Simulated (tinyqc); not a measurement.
# Which input was changed?

Model: minority-electron transport through the base of a bipolar transistor (Moll-Ross and Kroemer integrals). Computed by tinyqc, a small Python program. Command: `OMP_NUM_THREADS=1 python tinyqc.py 3029908 3029909 out.jsonl base which`. One thread of a shared host (Intel(R) Xeon(R) Processor @ 2.30GHz), about 0.04 s of CPU time with the checks.

Low injection, one dimension, x from the emitter edge (0) to the collector edge (W), s = x/W. Recombination is treated as a small correction (valid for tau_B well below tau_n), computed from the stored charge.

Inputs (values chosen for the exercise, modelled on silicon): intrinsic density n_i at the emitter edge = 9.6e+09 1/cm^3; base doping at the emitter edge N_0 = 2.9e+19 1/cm^3; base width W = 21 nm; mu_min = 160 cm^2/(V s); mu_max = 1340 cm^2/(V s); N_ref = 2.5e+17 1/cm^3; saturation velocity v_s = 0.73 1e7 cm/s; electron lifetime tau_n = 0.22 ns; emitter Gummel number G_E = 7.8e+13 s/cm^4; base-emitter voltage V_BE = 0.64 V; temperature T = 300 K; gap narrowing across the base dE_g = 87 meV.

Base doping profile: uniform. Gap grading: linear. Exit of the base: infinite sink.

Constants: k_B = 8.617333262e-05 eV/K; e = 1.602176634e-19 C.

Method:
- N(x) = N_0; n_i(x)^2 = n_i^2 exp(s dE_g/k_B T); D(x) = (k_B T/e) mu, mu = mu_min + (mu_max - mu_min)/(1 + (N/N_ref)^0.7).
- With y(x) = N n_i^2/(D n_i(x)^2): base Gummel number G_B = int_0^W y dx; J_C = e n_i^2 exp(e V_BE/k_B T)/G_B; n(x) = (J_C/e)(n_i(x)^2/(N n_i^2)) [int_x^W y dx]; transit time tau_B = (e/J_C) int n dx; trapezoid rule on 401 even points.
- Emitter-limited gain beta_E = G_E/G_B; recombination-limited gain beta_R = tau_n/tau_B; 1/beta = 1/beta_E + 1/beta_R; f_T from the base alone = 1/(2 pi tau_B).

Task: One of these inputs alone was changed, within the range given: base doping at the emitter edge N_0 (1.45e+19 to 5.8e+19); mu_min (80 to 320); mu_max (670 to 2680); base-emitter voltage V_BE (0.32 to 1.28). Which one, and to what value?

Results:
```
run     collector current density J_C (A/cm^2)  base transit time tau_B (ps)  current gain beta
before                            2.476706e-01                     0.1799523           22.75258
after                             6.882129e+02                     0.1799523           22.75258
```

Result:

Each candidate set to reproduce collector current density J_C, and what it then gives:
```
candidate                                          range searched  value needed  base transit time tau_B (ps)  current gain beta
base doping at the emitter edge N_0 (1/cm^3)  1.45e+19 to 5.8e+19  out of reach                             -                  -
mu_min (cm^2/(V s))                                     80 to 320  out of reach                             -                  -
mu_max (cm^2/(V s))                                   670 to 2680  out of reach                             -                  -
base-emitter voltage V_BE (V)                        0.32 to 1.28        0.8450                       0.17995             22.753
```

Only base-emitter voltage V_BE fits every result: it went from 0.64 to 0.845 V. No other candidate reaches the first result within its range.

Caution: the mean velocity exceeds v_s, so drift-diffusion with a low-field mobility overstates the speed. Caution: the base is only a few mean free paths wide, so transport is partly ballistic.
